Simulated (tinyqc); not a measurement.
## Free and trapped electrons in a MOS channel with a dense trap tail: free and trapped charge against gate voltage

p-type body, charge-sheet picture, full ionisation (an idealisation for deep acceptors), Boltzmann statistics for free electrons. e = Ec - EF at the surface. Acceptor-like traps of density D(E) = D0 + De exp(-E/Ew) at depth E below Ec, from 0 to Eu, hold n_t = integral of D(E)/(1 + exp((e - E)/Vt)). psi = Eg - Vt ln(Nv/Na) - e; N_dep = sqrt(2 eps0 eps_r Na (psi - Vt)/q); n_f = sqrt(N_dep^2 + 2 eps0 eps_r Vt Nc exp(-e/Vt)/q) - N_dep; Vg = Vfb + psi + q (N_dep + n_t + n_f)/Cox, Cox = eps0 eox/tox.

Free share n_f/(n_f + n_t); swing ln 10 n_f/(dn_f/dVg); field-effect mobility mf q (dn_f/dVg)/Cox, for a constant mf; oxide field q (N_dep + n_t + n_f)/(eps0 eox).

Values chosen for this exercise; band and dielectric values close to those of 4H silicon carbide:
```
symbol    value         unit                                             meaning
T           300            K                                         temperature
Eg         3.27           eV                                            band gap
eps_r      9.85                                            relative permittivity
Nc      1.69e19        cm^-3              conduction-band density of states at T
Nv      2.47e19        cm^-3                 valence-band density of states at T
eox         3.9                           relative permittivity of the insulator
tox          38           nm                                 insulator thickness
Na       1.6e16        cm^-3                                    acceptor density
Vfb       -2.29            V            flat-band voltage without trapped charge
D0       2.3e10  cm^-2 eV^-1  constant background density of acceptor-like traps
De       4.7e12  cm^-2 eV^-1          density of the tail at the conduction edge
Ew         0.11           eV                            decay energy of the tail
Eu         0.51           eV        depth below Ec down to which the traps reach
mf           65   cm^2/(V s)                          mobility of free electrons
```

Constants: q = 1.602176634e-19 C, kB = 1.380649e-23 J/K, Vt = kB T/q, eps0 = 8.8541878128e-14 F/cm where lengths are in cm. Results are converted to the units shown.

Free and trapped charge against gate voltage:
columns A: Vg (V); B: e (eV); C: n_f (cm^-2); D: n_t (cm^-2); E: free share (%); F: swing (mV/decade); G: field-effect mobility (cm^2/(V s)); H: oxide field (MV/cm)
```
A            B         C         D         E        F         G       H
1.6     0.4074   5.016e5  1.135e10  0.004420    89.05  0.001486  0.3203
2.4     0.1093  4.691e10  2.119e11     18.12    465.8     26.58  0.4524
3.1    0.05754  2.951e11  3.251e11     47.59     1587     49.07  0.6230
3.8    0.03400  6.173e11  3.837e11     61.67     2936     55.48  0.8010
4.6    0.01646  1.018e12  4.249e11     70.55     4560     58.90   1.007
5.3   0.004938  1.383e12  4.487e11     75.51     6021     60.62   1.188
6.1  -0.005676  1.811e12  4.673e11     79.49     7725     61.87   1.396
6.8   -0.01346  2.191e12  4.787e11     82.07     9239     62.59   1.578
7.5   -0.02023  2.575e12  4.872e11     84.09  1.077e4     63.09   1.760
```

What does the table show?

n_f reaches 1e11 cm^-2 at Vg = 2.59 V, against 2.15 V without traps. The free share rises from 0.00442 to 84.1 % and the field-effect mobility rises from 0.00149 to 63.1 cm^2/(V s), although mf = 65 is constant: in the last row 97.1 % of Cox dVg goes into free electrons. The swing in the first row is 89.1 mV a decade (Vt ln 10 = 59.5). For Vg = 3.8, 4.6, 5.3, 6.1, 6.8, 7.5 EF lies less than 2 Vt below the band edge, or above it, where degeneracy and confinement, left out, matter.

Numbers from tinyqc (`OMP_NUM_THREADS=1 python tinyqc.py 2222072 2222073 out.jsonl`; about 0.02 s on one thread of a shared Intel Xeon 2.30GHz).
